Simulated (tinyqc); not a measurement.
# Dead time against afterpulsing

Afterpulse probability pap = pa (Cd Vx/q) exp(-td/tt) Pm, with Pm the trigger probability of a released carrier; largest rate 1/td; each true event gives 1/(1 - pap) counts.

Values chosen for this exercise:
```
symbol   value  unit                                     meaning
Vx         3.8     V                                 excess bias
Cd          31    fF                           diode capacitance
pa      1.5e-8        trapping probability per avalanche carrier
tt          17    ns                           trap release time
```

Constants: q = 1.602176634e-19 C. Results are converted to the units shown.

Pm = 0.534

Results:

| td (ns) | pap (%) | largest rate (1e6/s) | counts per event |
|---|---|---|---|
| 3.4 | 0.4822 | 294.1 | 1.005 |
| 5.5 | 0.4261 | 181.8 | 1.004 |
| 9 | 0.3469 | 111.1 | 1.003 |
| 24 | 0.1435 | 41.67 | 1.001 |
| 39 | 0.05939 | 25.64 | 1.001 |
| 63 | 0.01448 | 15.87 | 1.000 |
| 100 | 0.001642 | 10.00 | 1.000 |

Estimate the missing row, td = 15 ns.

Computed row:

| td (ns) | pap (%) | largest rate (1e6/s) | counts per event |
|---|---|---|---|
| 15 | 0.2437 | 66.67 | 1.002 |

With this row back in the table: The afterpulse probability falls from 0.482 to 0.00164 %, a factor of ten for every 39.1 ns, while the largest rate falls from 294 to 10.0 million a second.

Numbers from tinyqc (`OMP_NUM_THREADS=1 python tinyqc.py 2630113 2630114 out.jsonl`; about 0.01 s on one thread of a shared Intel Xeon 2.30GHz).
